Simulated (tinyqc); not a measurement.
Ground and coupling capacitance from two measurements.

Inverse problem. A line has Cg to the planes and Cc to each of two neighbours. Find Cg, Cc, the load when both neighbours switch in antiphase, and the pulse on the line when it floats and both neighbours swing by Vx.

Parameters, values chosen for the exercise:
- Vx = 0.8 V (swing)

capacitance with neighbours driven alike and with neighbours grounded (aF/um): [65, 111]

Solution. Driven alike, Cc carries no charge, which leaves Cg; grounded neighbours give Cg + 2 Cc, antiphase Cg + 4 Cc; a floating line divides the swing as 2 Cc/(Cg + 2 Cc).

Cg = 65.00 aF/um
Cc = 23.00 aF/um
load in antiphase = 157.0 aF/um
pulse = 0.3315 V

tinyqc, about 0.9 s, one thread, Intel Xeon 2.30GHz (shared host): `OMP_NUM_THREADS=1 python tinyqc.py 2790179 2790180 out.jsonl`
